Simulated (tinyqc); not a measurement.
On-chip interconnect, size-dependent resistivity and RC delay: two steps of the calculation.

A rectangular line between two neighbours and two ground planes. Surface and grain-boundary scattering are added to the bulk resistivity as corrections; capacitances are parallel-plate values without fringing; inductance is ignored.

Inputs (values chosen for the exercise); metal values close to those of copper: bulk resistivity rho0 = 1.68 uohm cm; bulk mean free path lam = 38.9 nm; specular share of surface scattering ps = 0; reflection coefficient of grain boundaries Rg = 0.41; grain size over the metal width gr = 2; drawn line width wd = 24 nm; aspect ratio, height over width AR = 1.3; liner on both walls and the bottom, not conducting tl = 2.8 nm; space to the neighbouring lines sp = 24 nm; dielectric height to the planes above and below hd = 32 nm; relative permittivity of the dielectric ek = 2.2; Miller factor of the neighbours Mf = 2; driver resistance Rd = 420 ohm; time step dt = 250 ps.

Constants: eps0 = 8.8541878128e-12 F/m. Results are converted to the units shown.

Question 1. Resistivity, resistance and capacitance per length. Metal width x = wd - 2 tl, height y = AR wd - tl; grain boundaries (Mayadas-Shatzkes): al = (lam/(gr x)) Rg/(1 - Rg), g = 1/[1 - 3 al/2 + 3 al^2 - 3 al^3 ln(1 + 1/al)] - 1; surfaces (Fuchs-Sondheimer, thick limit): s = (3/8) lam (1 - ps)(1/x + 1/y); rho = rho0 (1 + g + s); r = rho/(x y); c = eps0 ek (2 wd/hd + 2 Mf AR wd/sp).

Wanted: x; y; al; g; s; rho; r; c.

Answer 1.

x = 18.400 nm
y = 28.400 nm
al = 0.73457
g = 1.0194
s = 1.3064
rho = 5.5873 uohm cm
r = 106.92 ohm/um
c = 0.13051 fF/um

Question 2. Node voltages after a time step. A 1 V step is applied behind Rd at t = 0. C dv/dt = -G v + b, with G the conductance matrix of the ladder (1/Rs between neighbours, 1/Rd added at node 0) and b = (1 V/Rd, 0, ...). Trapezoidal step: (C/dt + G/2) v(new) = (C/dt - G/2) v + b.

Rs = 6109.8499 ohm

```
node     C (fF)  v at t = 1 dt (V)
0     3.7288780          1.9169307
1     7.4577559          1.0578863
2     7.4577559          0.5844690
3     7.4577559          0.3241060
4     7.4577559          0.1818882
5     7.4577559          0.1059733
6     7.4577559          0.0686884
7     4.4388780          0.0564423
```

Find: v at t = 2 dt.

Answer 2.

v at t = 2 dt, node 0 to 7 (V): 0.08655  0.66263  0.70901  0.58772  0.44439  0.33044  0.25968  0.23351

Range of the model: The metal width is under the mean free path, where the thick-limit surface term and the simple sum of corrections lose accuracy.

tinyqc, about 0.01 s, one thread, Intel Xeon 2.30GHz (shared host): `OMP_NUM_THREADS=1 python tinyqc.py 2100158 2100159 out.jsonl`
